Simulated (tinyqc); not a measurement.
Classical nucleation, growth and JMAK kinetics of crystallisation from a melt or glass: one step, computed by the program tinyqc. Command: `OMP_NUM_THREADS=1 python tinyqc.py 3020916 3020917 out.jsonl nucl walk`. One thread of a shared host (Intel(R) Xeon(R) Processor @ 2.30GHz), about 0.01 s of CPU time with the checks.

A spherical nucleus cap on a flat wall with a sharp interface of isotropic energy gamma; lambda = Omega^(1/3) is the jump distance.

Question. Steady nucleation rate. Driving force per volume: dG = H [(T_m - T)/T_m] [2 T/(T_m + T)]. Shape factor f = (2 + cos theta)(1 - cos theta)^2/4. W(r) = f [4 pi r^2 gamma - (4/3) pi r^3 dG]; r* = 2 gamma/dG; W* = f 16 pi gamma^3/(3 dG^2); n* = f (4/3) pi r*^3/Omega. D = D0 exp(-Q/(k_B T)); attachment rate k+ = (A*/lambda^2) D/lambda^2 with A* = 2 pi r*^2 (1 - cos theta); Zeldovich factor Z = sqrt(W*/(3 pi k_B T))/n*; sites per volume N = S_v/lambda^2; I = N Z k+ exp(-W*/(k_B T)); lag time = 1/(4 pi Z^2 k+).

Inputs (values chosen for the exercise, for a model substance):
```
quantity,value,unit
melting point T_m,1320,K
heat of melting per volume H,928,J/cm^3
interface energy gamma,0.0823,J/m^2
atomic volume Omega,28.1,angstrom^3
temperature T,996,K
diffusion prefactor D0,3.6e-06,m^2/s
activation energy Q,2.36,eV
contact angle theta,100,degrees
wall area per volume S_v,1.8e+07,1/m
```

Nucleation: on a flat wall. Driving force: Thompson-Spaepen.

Constants: k_B = 8.617333262e-05 eV/K; k_B = 1.380649e-23 J/K.

Give: diffusivity D; attachment rate k+; Zeldovich factor Z; sites N; nucleation rate I; lag time.

Answer.

diffusivity D = 4.1177e-18 m^2/s

attachment rate k+ = 2508.9 1/s

Zeldovich factor Z = 0.019545

sites N = 1.9475e+26 1/m^3

nucleation rate I = 1.4016e+23 1/(m^3 s)

lag time = 0.083029 s
